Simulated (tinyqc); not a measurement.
FCI on RHF in the sto-6g basis, for HeH+, spin multiplicity 1, step by step. Computed by tinyqc, a small Python program that keeps every step (integrals from PySCF). Settings: charge = 1, multiplicity = 1, basis = sto-6g, method = RHF, energy threshold = 1e-10, iteration cap = 89, orthogonalisation = canonical, start = atomic densities, DIIS depth = 6, ci = FCI, davidson = 1. Command: `OMP_NUM_THREADS=1 python tinyqc.py 26844 26845 out.jsonl` (the two numbers bound the seeds that draw the settings). One thread of a shared host (Intel(R) Xeon(R) Processor @ 2.60GHz), about 0.2 s of CPU time with the checks. The early iterations of the SCF are left out here.

## One-electron integrals

Geometry (angstrom):
```
atom         x         y         z
He    0.000000  0.000000  0.000000
H     0.000000  0.000000  0.901000
```

Basis sto-6g: exponents (1/bohr^2) and contraction coefficients of normalised primitives:
```
element  l (shell)   exponent  coefficient
He           s (1)  65.984568     0.009164
He           s (1)  12.098198     0.049361
He           s (1)   3.384640     0.168538
He           s (1)   1.162715     0.370563
He           s (1)   0.451516     0.416492
He           s (1)   0.185959     0.130334
H            s (1)  35.523221     0.009164
H            s (1)   6.513144     0.049361
H            s (1)   1.822143     0.168538
H            s (1)   0.625955     0.370563
H            s (1)   0.243077     0.416492
H            s (1)   0.100112     0.130334
```

Overlap, kinetic and nuclear-attraction integrals over the contracted functions; the nuclear repulsion is the sum of Za Zb / Rab.

nuclear repulsion = 1.17464420 hartree

overlap S:
```
          1He 1s     2H 1s
1He 1s  1.000000  0.452781
2H 1s   0.452781  1.000000
```

kinetic energy T (hartree):
```
          1He 1s     2H 1s
1He 1s  1.427534  0.123190
2H 1s   0.123190  0.768522
```

nuclear attraction V (hartree):
```
           1He 1s      2H 1s
1He 1s  -3.958911  -1.290987
2H 1s   -1.290987  -2.360630
```

core Hamiltonian H = T + V (hartree):
```
           1He 1s      2H 1s
1He 1s  -2.531377  -1.167796
2H 1s   -1.167796  -1.592108
```

## Two-electron integrals

Functions are numbered as in S; the eight-fold symmetry (ij|kl) = (ji|kl) = (kl|ij) leaves the list below.

Two-electron integrals (ij|kl) in chemists' order, unique and non-zero (hartree):
```
(11|11) 1.056248   (21|11) 0.360413   (21|21) 0.153731   (22|11) 0.535082
(22|21) 0.294062   (22|22) 0.774999
```

## Orthogonalisation

S = U s U^T; canonical form X = U s^(-1/2), so that X^T S X = 1. Each column of U has its largest component positive (the first on a tie).

eigenvalues of S: 0.547219  1.452781

X:
```
                1         2
1He 1s   0.955882  0.586658
2H 1s   -0.955882  0.586658
```

## Starting guess

The start is atomic minimal-basis densities projected into this basis (PySCF's MINAO start) and scaled to the electron count of each spin; this density is not idempotent, so its energy is not variational and may lie below the converged one.

D at the start:
```
          1He 1s     2H 1s
1He 1s  1.302079  0.056478
2H 1s   0.056478  0.646776
```

## Iteration 10 (converged): orbitals

converged F (hartree):
```
           1He 1s      2H 1s
1He 1s  -1.519678  -0.877079
2H 1s   -0.877079  -0.721306
```

Diagonalise F' = X^T F X, C = X C', fill 1 alpha and 1 beta electrons from the bottom; D = 2 C_occ C_occ^T. Each column has its largest component positive (the first on a tie).

F' = X^T F X (hartree):
```
           1          2
1  -0.444820  -0.447708
2  -0.447708  -1.374998
```

orbital energies (hartree): MO1 -1.555471, MO2 -0.264347

coefficients C:
```
             MO1        MO2
1He 1s  0.901491  -0.667228
2H 1s   0.186737   1.105897
```

D after iteration 10:
```
          1He 1s     2H 1s
1He 1s  1.625371  0.336683
2H 1s   0.336683  0.069741
```

## Convergence

Stop when the energy changes by less than 1e-10 hartree and every element of the error matrix X^T (F D S - S D F) X is below 3e-06.

Course of the cycle:
```
iteration  E (hartree)     change  largest element of the error matrix
1          -2.33129762          -                             2.04e-01
2          -2.88498482  -5.54e-01                             6.03e-02
3          -2.88650380  -1.52e-03                             2.21e-02
4          -2.88660721  -1.03e-04                             1.65e-02
5          -2.88664767  -4.05e-05                             1.36e-02
6          -2.88666918  -2.15e-05                             1.18e-02
7          -2.88668248  -1.33e-05                             1.06e-02
8          -2.88673530  -5.28e-05                             1.19e-04
9          -2.88673531  -6.65e-09                             8.82e-06
10         -2.88673531  -3.59e-11                             1.18e-06
```

PySCF RHF in the same basis = -2.88673531 hartree

Converged in 10 iterations.

## Populations, bond orders and dipole

Mulliken: Z minus the diagonal of D S on the atom; Loewdin: the same with S^(1/2) D S^(1/2); Mayer order: 2 sum_s sum (D(s) S)_ij (D(s) S)_ji over the two atoms.

Charges (e):
```
atom  Mulliken   Loewdin
1He   0.222185  0.306483
2H    0.777815  0.693517
```

Mayer bond orders:
```
pair     order
2-1   0.395004
```

dipole moment about the origin, x y z (debye): 0.000000  0.000000  3.492982

## Integrals over molecular orbitals

(pq|rs) = sum C_ip C_jq C_kr C_ls (ij|kl), one index at a time.

one-electron integrals over orbitals h = C^T H C (hartree):
```
           1          2
1  -2.505909   0.175095
2   0.175095  -1.350713
```

Two-electron integrals over orbitals (pq|rs), unique and non-zero (hartree):
```
(11|11) 0.950438    (21|11) -0.175095   (21|21) 0.126980    (22|11) 0.606673
(22|21) 0.054565    (22|22) 0.750956
```

## FCI: determinants and Hamiltonian

Hartree-Fock energy = -2.88673531 hartree

Slater-Condon rules over spin orbitals, with the nuclear repulsion added and E(HF) subtracted on the diagonal.

Occupation strings over the orbitals (2 doubly, a alpha, b beta, 0 empty; spin orbitals ordered 1a 1b 2a 2b ...): 20 ab ba 02

H - E(HF) between determinants (hartree), lower triangle:
```
          20         ab         ba        02
20  0.000000
ab  0.000000   0.811430
ba  0.000000  -0.126980   0.811430
02  0.126980   0.229661  -0.229661  2.110909
```

## FCI: roots

Diagonalise (each vector has its largest component positive (the first on a tie)); all determinants have Ms = 0, so triplets appear too. The lowest singlet root is the correlation energy.

lowest roots of this matrix, relative to E(HF) (hartree): -0.008032  0.684451  0.855618  2.201733

lowest vectors:
```
       root 1    root 2     root 3     root 4
20   0.997771  0.000000  -0.036633   0.055769
ab   0.015315  0.707107   0.684736   0.175792
ba  -0.015315  0.707107  -0.684736  -0.175792
02  -0.063112  0.000000  -0.246845   0.966998
```

<S^2> of these roots: 0.000000  2.000000  0.000000  0.000000

weight of the ground state by excitation level 0, 1, 2, ...: 0.995548  0.000469  0.003983
